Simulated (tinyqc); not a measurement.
Inside a calculation. Model: p-n diode with diffusion and depletion-layer recombination.

Program tinyqc, `OMP_NUM_THREADS=1 python tinyqc.py 2260004 2260005 out.jsonl`; Intel Xeon 2.30GHz, shared host, one thread, about 0.01 s. Printed values are rounded.

Abrupt junction in the depletion approximation, low injection, full ionisation, neutral widths fixed, ohmic contact on the p side. Vj is the junction voltage; where a series resistance Rs is given, V = Vj + J Rs is the terminal voltage.

Parameters, values chosen for the exercise; band and dielectric values those of a made-up semiconductor: temperature T = 300 K; band gap Eg = 1.2 eV; relative permittivity eps_r = 15; conduction-band density of states at T Nc = 6.97e17 cm^-3; valence-band density of states at T Nv = 1.35e19 cm^-3; acceptor density Na = 9.9e16 cm^-3; donor density Nd = 3.4e16 cm^-3; electron mobility in the p side mun = 3000 cm^2/(V s); hole mobility in the n side mup = 100 cm^2/(V s); electron lifetime tn = 2e-7 s; hole lifetime tp = 1e-7 s; neutral width of the p side wp = 1 um; neutral width of the n side wn = 3.3 um; recombination velocity at the n contact Sp = 60000 cm/s; series resistance Rs = 0.00063 ohm cm^2; trap level above the intrinsic level Et = -0.03 eV; junction voltage at which recombination is evaluated Vj = 0.58 V; terminal voltage V = 0.87 V.

Constants: q = 1.602176634e-19 C, kB = 1.380649e-23 J/K, Vt = kB T/q, eps0 = 8.8541878128e-14 F/cm where lengths are in cm. Results are converted to the units shown.

## Diffusion lengths and saturation currents

ni = sqrt(Nc Nv) exp(-Eg/(2 Vt)), Eg in volts; D = mu Vt; Ln = sqrt(Dn tn), Lp = sqrt(Dp tp); J0n = q ni^2 Dn coth(wp/Ln)/(Ln Na); J0p = (q ni^2 Dp/(Lp Nd)) (s + tanh(wn/Lp))/(1 + s tanh(wn/Lp)), s = Sp Lp/Dp.

ni = 2.55404e8 cm^-3
Ln = 39.3843 um
Lp = 5.08449 um
J0n = 8.18913e-14 A/cm^2
J0p = 2.49867e-15 A/cm^2

wp/Ln = 0.025 and wn/Lp = 0.65; electrons carry 97.0 % of the diffusion current.

## Recombination in the depleted layer

ni = sqrt(Nc Nv) exp(-Eg/(2 Vt)), Eg in volts. Vbi = Vt ln(Na Nd/ni^2), W = sqrt(2 eps0 eps_r (Vbi - Vj)(1/Na + 1/Nd)/q), xp = W Nd/(Na + Nd), xn = W Na/(Na + Nd); u(x) = q Na (x + xp)^2/(2 eps0 eps_r) for x < 0 and Vbi - Vj - q Nd (xn - x)^2/(2 eps0 eps_r) for x > 0; p = Na exp(-u/Vt), n = Nd exp((u - Vbi + Vj)/Vt); U = ni^2 (exp(Vj/Vt) - 1)/(tp (n + ni exp(Et/Vt)) + tn (p + ni exp(-Et/Vt))); J_scr = q times the integral of U from -xp to xn. Trapezoid rule on 15 equal steps.

W = 164.851 nm

| point | x (nm) | u (V) | n (cm^-3) | p (cm^-3) | U (cm^-3 s^-1) |
|---|---|---|---|---|---|
| 0 | -42.142 | 0.000000 | 3.65081e9 | 9.9e16 | 1.82541e16 |
| 1 | -31.152 | 0.007212 | 4.82560e9 | 7.48985e16 | 2.41280e16 |
| 2 | -20.162 | 0.028849 | 1.11439e10 | 3.24330e16 | 5.57195e16 |
| 3 | -9.172 | 0.064911 | 4.49622e10 | 8.03855e15 | 2.24810e17 |
| 4 | 1.818 | 0.115132 | 3.13709e11 | 1.15212e15 | 1.56833e18 |
| 5 | 12.808 | 0.167149 | 2.34618e12 | 1.54051e14 | 1.16422e19 |
| 6 | 23.798 | 0.214211 | 1.44869e13 | 2.49489e13 | 5.61347e19 |
| 7 | 34.788 | 0.256319 | 7.38523e13 | 4.89397e12 | 4.32117e19 |
| 8 | 45.778 | 0.293474 | 3.10836e14 | 1.16277e12 | 1.15413e19 |
| 9 | 56.768 | 0.325674 | 1.08013e15 | 3.34617e11 | 3.34409e18 |
| 10 | 67.758 | 0.352921 | 3.09884e15 | 1.16634e11 | 1.16625e18 |
| 11 | 78.748 | 0.375214 | 7.34007e15 | 4.92408e10 | 4.92401e17 |
| 12 | 89.738 | 0.392552 | 1.43542e16 | 2.51795e10 | 2.51794e17 |
| 13 | 100.728 | 0.404937 | 2.31758e16 | 1.55952e10 | 1.55952e17 |
| 14 | 111.719 | 0.412368 | 3.08935e16 | 1.16992e10 | 1.16992e17 |
| 15 | 122.709 | 0.414845 | 3.4e16 | 1.06303e10 | 1.06303e17 |

J_scr = 2.28891e-5 A/cm^2

With 2000 steps J_scr = 2.301e-5 A/cm^2; the coarse value is 0.51 % below it. U is largest at x = 23.8 nm among these points; the peak lies where tp n = tn p. On the fine grid U peaks at 6.721e19 cm^-3 s^-1, and J_scr/(q U_max) is 13.0 % of W, the effective width of the recombining zone.

## Starting value

Vj = V/2.

Vj at the start = 0.435 V

## Iteration 1: new Vj

J0 = J0n + J0p = 8.43900e-14 A/cm^2

Diffusion current alone: J = J0 (exp(Vj/Vt) - 1), g = Vj + J Rs - V, g' = 1 + Rs J0 exp(Vj/Vt)/Vt, Vj(new) = Vj - g/g'.

J = 1.71384e-6 A/cm^2
g = -0.435000 V
g' = 1.00000
Vj after iteration 1 = 0.870000 V

## Iteration 2: new Vj

As before.

J = 34.8054 A/cm^2
g = 0.0219274 V
g' = 1.84819
Vj after iteration 2 = 0.858136 V

## Course of the iteration

Stop when the step is below 1e-10 V, or after 80 iterations.

Course of the iteration:

| iteration | Vj before the step (V) | step (V) |
|---|---|---|
| 1 | 0.435 | 0.435 |
| 2 | 0.870000 | -0.0119 |
| 3 | 0.858136 | -1.30e-3 |
| 4 | 0.856838 | -1.14e-5 |
| 5 | 0.856827 | -8.44e-10 |
| 6 | 0.856827 | < 1e-13 |

Converged in 6 iterations.
